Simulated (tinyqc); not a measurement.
Inside a calculation. Method: Hueckel theory of the pi electrons, for the molecule c1ccc2ccnc-2cc1 (SMILES; centres numbered as the heavy atoms are written). One step of it, computed by the program tinyqc.

Question. Energy, charges, bond orders. E = sum n x; q_r = z_r - P_rr; bond order p = P_rs; free valence = sqrt(3) - sum of p over the bonds of the atom.

x values: [2.377895, 1.697190, 1.383146, 0.932549, 0.609468, -0.398377, -0.694612, -1.488262, -1.846394, -2.072604]

occupations: [2.000000, 2.000000, 2.000000, 2.000000, 2.000000, 0.000000, 0.000000, 0.000000, 0.000000, 0.000000]

charge and bond-order matrix P, order 1C, 2C, 3C, 4C, 5C, 6C, 7N, 8C, 9C, 10C:
```
[[0.870388, 0.638160, 0.143944, -0.216622, 0.015642, 0.173208, 0.022722, -0.219323, 0.140424, 0.640097],
 [0.638160, 0.962752, 0.668171, 0.036038, -0.205606, -0.017046, 0.169272, -0.099294, -0.244696, 0.051581],
 [0.143944, 0.668171, 0.854845, 0.579893, 0.003350, -0.209542, -0.054426, 0.179937, -0.188138, -0.246633],
 [-0.216622, 0.036038, 0.579893, 1.002094, 0.575956, -0.034031, -0.226091, 0.436622, 0.177999, -0.095774],
 [0.015642, -0.205606, 0.003350, 0.575956, 1.163948, 0.694331, -0.218251, -0.199235, -0.056006, 0.162192],
 [0.173208, -0.017046, -0.209542, -0.034031, 0.694331, 0.979728, 0.612061, -0.134923, -0.215042, 0.055410],
 [0.022722, 0.169272, -0.054426, -0.226091, -0.218251, 0.612061, 1.369087, 0.562223, -0.023506, -0.204026],
 [-0.219323, -0.099294, 0.179937, 0.436622, -0.199235, -0.134923, 0.562223, 0.973301, 0.584993, 0.045819],
 [0.140424, -0.244696, -0.188138, 0.177999, -0.056006, -0.215042, -0.023506, 0.584993, 0.864626, 0.665470],
 [0.640097, 0.051581, -0.246633, -0.095774, 0.162192, 0.055410, -0.204026, 0.045819, 0.665470, 0.959232]]
```

Centres:
```
centre  z_r, pi electrons of the neutral centre         h
1C                                            1  0.000000
2C                                            1  0.000000
3C                                            1  0.000000
4C                                            1  0.000000
5C                                            1  0.000000
6C                                            1  0.000000
7N                                            1  0.500000
8C                                            1  0.000000
9C                                            1  0.000000
10C                                           1  0.000000
```

Bonds:
```
i    j         k
1    2         1
2    3         1
3    4         1
4    5         1
5    6         1
6    7         1
7    8  1.000000
8    9         1
9   10         1
10   1         1
8    4         1
```

Give: pi energy = 10 alpha + this times beta; pi charges; Bond orders and lengths from R = 1.517 - 0.180 p; free valence of the carbons; gap between the highest filled and the next level.

Answer.

pi energy = 10 alpha + this times beta = 14.0005

pi charges: [0.1296, 0.0372, 0.1452, -0.0021, -0.1639, 0.0203, -0.3691, 0.0267, 0.1354, 0.0408]

Bond orders and lengths from R = 1.517 - 0.180 p (angstrom, C-C alone):
```
bond       p       R
1-2   0.6382  1.4021
2-3   0.6682  1.3967
3-4   0.5799  1.4126
4-5   0.5760  1.4133
5-6   0.6943  1.3920
6-7   0.6121       -
7-8   0.5622       -
8-9   0.5850  1.4117
9-10  0.6655  1.3972
10-1  0.6401  1.4018
8-4   0.4366  1.4384
```

free valence of the carbons: [0.4538, 0.4257, 0.4840, 0.1396, 0.4618, 0.4257, 0.1482, 0.4816, 0.4265]

gap between the highest filled and the next level = 1.0078 |beta|
